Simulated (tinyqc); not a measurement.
Plane-wave Kohn-Sham cycle with exchange-only LDA in a layered model solid, step by step. One step of it, computed by the program tinyqc.

Task: Iteration 2: levels at that k. Diagonalise the Hermitian matrix.

H (hartree), order -2, -1, +0, +1, +2:
```
[[0.062222, -0.149296, 0.017606, 0.000757, 0.000840],
 [-0.149296, -0.140556, -0.149296, 0.017606, 0.000757],
 [0.017606, -0.149296, -0.181112, -0.149296, 0.017606],
 [0.000757, 0.017606, -0.149296, -0.059445, -0.149296],
 [0.000840, 0.000757, 0.017606, -0.149296, 0.224444]]
```

Give: eigenvalues.

Result:

eigenvalues (hartree): [-0.3649, -0.1905, -0.0111, 0.1668, 0.3052]
